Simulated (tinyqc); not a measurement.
Worked calculation: non-radiative capture by multiphonon emission, one effective mode. Computed by tinyqc, a small Python program that keeps every step. Command: `OMP_NUM_THREADS=1 python tinyqc.py 3023905 3023906 out.jsonl capture walk`. One thread of a shared host (Intel(R) Xeon(R) Processor @ 2.30GHz), about 0.01 s of CPU time with the checks. Intermediate numbers are printed to about 5 digits and carried at full precision; extremes and crossings named in words are read from the listed rows.

The initial state (free carrier plus empty centre) lies dE above the final state; both have the same frequency and are displaced by dQ.

Inputs (values chosen for the exercise, with mass, screening and phonons like those of diamond):

| quantity | value | unit |
|---|---|---|
| energy released dE | 2.89 | eV |
| phonon energy hbar omega | 129 | meV |
| Huang-Rhys factor S | 7 | - |
| electron-phonon coupling W | 0.031 | eV/(u^(1/2) angstrom) |
| cell volume V | 972 | angstrom^3 |
| degeneracy g | 1 | - |
| broadening b | 110 | meV |
| carrier mass m | 0.801 | m_0 |
| temperature T | 120 | K |
| defect density N_t | 2e+14 | cm^-3 |

Centre: neutral.

Constants: hbar^2/u = 4.18015928e-03 eV angstrom^2; k_B = 8.617333262e-05 eV/K; hbar = 6.582119569e-16 eV s; k_B = 1.380649e-23 J/K; m_0 = 9.1093837015e-31 kg.

## Geometry of the two curves

dQ = sqrt(2 S (hbar^2/u)/hbar omega); relaxation energy lambda = S hbar omega; phonons needed P = dE/hbar omega; classical barrier E_b = (dE - lambda)^2/(4 lambda); occupation n = 1/(exp(hbar omega/k_B T) - 1).

dQ = 0.67354 u^(1/2) angstrom

lambda = 0.903 eV

P = 22.403

classical barrier E_b = 1.0931 eV

occupation n = 3.8216e-06

dE exceeds lambda: the inverted case usual for deep centres, in which the curves cross on the far side of the initial minimum.

## Phonon weights near resonance

Huang-Rhys weight for a net emission of p phonons: L_p = exp(-S (2n + 1)) ((n + 1)/n)^(p/2) I_p(2 S sqrt(n (n + 1))), I_p the modified Bessel function. M_p = sum_m w_m <m_i|Q|(m + p)_f>^2 with Q counted from the final minimum and Boltzmann weights w_m for m = 0..24; <m_i|Q|k_f> = sqrt((hbar^2/u)/(2 hbar omega)) [sqrt(k) <m|k-1> + sqrt(k+1) <m|k+1>], with overlaps of oscillators displaced by d = sqrt(2 S) summed on 1500 points from -16 to 16 + d. The delta function is a Gaussian of standard deviation b at dE - p hbar omega.

Weights:

| p | L_p | M_p (u angstrom^2) | Gaussian (1/eV) |
|---|---|---|---|
| 19 | 8.5451e-05 | 1.3370e-04 | 1.2616e-03 |
| 20 | 2.9908e-05 | 5.0465e-05 | 6.8376e-02 |
| 21 | 9.9694e-06 | 1.8091e-05 | 9.3667e-01 |
| 22 | 3.1721e-06 | 6.1747e-06 | 3.2433e+00 |
| 23 | 9.6542e-07 | 2.0111e-06 | 2.8387e+00 |
| 24 | 2.8158e-07 | 6.2633e-07 | 6.2800e-01 |
| 25 | 7.8843e-08 | 1.8687e-07 | 3.5117e-02 |

## Capture coefficient before scaling

C_0 = V (2 pi/hbar) g W^2 sum_p M_p Gaussian_p. The sum runs over the seven p from round(P) - 3 to round(P) + 3; 1 angstrom^3 = 1e-24 cm^3.

sum_p M_p Gaussian_p = 4.6700e-05 u angstrom^2/eV

C_0 = 4.1641e-13 cm^3/s

## Scaled coefficient, cross-section and lifetime

For a neutral centre the Sommerfeld factor is 1. C = s C_0; v = sqrt(3 k_B T/m); sigma = C/v; tau = 1/(C N_t).

Sommerfeld factor s = 1

capture coefficient C = 4.1641e-13 cm^3/s

thermal velocity v = 8.2534e+06 cm/s

cross-section sigma = 5.0453e-20 cm^2

capture time = 0.012007 s

## Quantum against classical capture

C_0 = V (2 pi/hbar) g W^2 sum_p M_p Gaussian_p. Here the sum runs over all p. Classical (Marcus) form: replace the sum by Q_c^2 exp(-E_b/k_B T)/sqrt(4 pi lambda k_B T), Q_c = dQ (dE + lambda)/(2 lambda). The last column is -k_B d ln C_0/d(1/T) from this row and the one above.

Against temperature:

| T (K) | C_0, quantum (cm^3/s) | C_0, classical (cm^3/s) | Sommerfeld factor | activation energy (eV) |
|---|---|---|---|---|
| 120 | 4.1643e-13 | 6.4538e-54 | 1 | - |
| 220 | 4.2096e-13 | 3.5074e-33 | 1 | 2.4607e-04 |
| 370 | 4.9438e-13 | 3.8326e-23 | 1 | 7.5182e-03 |
| 600 | 9.4190e-13 | 1.5342e-17 | 1 | 5.3615e-02 |
| 900 | 2.7796e-12 | 1.4397e-14 | 1 | 1.6786e-01 |
| 1300 | 1.0248e-11 | 9.1579e-13 | 1 | 3.2888e-01 |
| 1500 | 1.7653e-11 | 3.1313e-12 | 1 | 4.5687e-01 |

At 120 K the quantum value is 6.5e40 times the classical one: C_0 comes from tunnelling out of the lowest level and hardly depends on T. At 1500 K the ratio is 5.6. The largest apparent activation energy is 0.457 eV against the classical barrier of 1.093 eV, so an Arrhenius fit understates the barrier, through tunnelling and the broadening b at low T and the T^(-1/2) prefactor at high T.

Checks made by the program: Bessel formula against the sum over overlaps (relative difference below 1e-10).
